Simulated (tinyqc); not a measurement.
Free and trapped electrons in a MOS channel with a dense trap tail: one step of the calculation.

p-type body, charge-sheet picture, full ionisation (an idealisation for deep acceptors), Boltzmann statistics for free electrons. e = Ec - EF at the surface. Acceptor-like traps of density D(E) = D0 + De exp(-E/Ew) at depth E below Ec, from 0 to Eu, hold n_t = integral of D(E)/(1 + exp((e - E)/Vt)). psi = Eg - Vt ln(Nv/Na) - e; N_dep = sqrt(2 eps0 eps_r Na (psi - Vt)/q); n_f = sqrt(N_dep^2 + 2 eps0 eps_r Vt Nc exp(-e/Vt)/q) - N_dep; Vg = Vfb + psi + q (N_dep + n_t + n_f)/Cox, Cox = eps0 eox/tox.

Question. Charges and gate voltage. psi, N_dep, n_f and Vg as defined, with the n_t given; free share n_f/(n_f + n_t); apparent mobility mf n_f/(n_f + n_t); gate voltage spent on traps q n_t/Cox.

Inputs (values chosen for the exercise); band and dielectric values close to those of 4H silicon carbide: temperature T = 300 K; band gap Eg = 3.32 eV; relative permittivity eps_r = 9.8; conduction-band density of states at T Nc = 1.71e19 cm^-3; valence-band density of states at T Nv = 2.46e19 cm^-3; relative permittivity of the insulator eox = 3.9; insulator thickness tox = 70 nm; acceptor density Na = 4.4e15 cm^-3; flat-band voltage without trapped charge Vfb = -2.26 V; mobility of free electrons mf = 170 cm^2/(V s); Ec - EF at the surface e = 0.14 eV.

Constants: q = 1.602176634e-19 C, kB = 1.380649e-23 J/K, Vt = kB T/q, eps0 = 8.8541878128e-14 F/cm where lengths are in cm. Results are converted to the units shown.

n_t = 6.5064454e11 cm^-2

Give: psi; N_dep; n_f; Vg; free share; apparent mobility; gate voltage spent on traps.

Answer.

psi = 2.957 V
N_dep = 3.738e11 cm^-2
n_f = 2.748e10 cm^-2
Vg = 4.113 V
free share = 4.052 %
apparent mobility = 6.889 cm^2/(V s)
gate voltage spent on traps = 2.113 V

Computed by the program tinyqc: `OMP_NUM_THREADS=1 python tinyqc.py 2222006 2222007 out.jsonl`, one thread of a shared Intel Xeon 2.30GHz, about 0.02 s for the whole run.
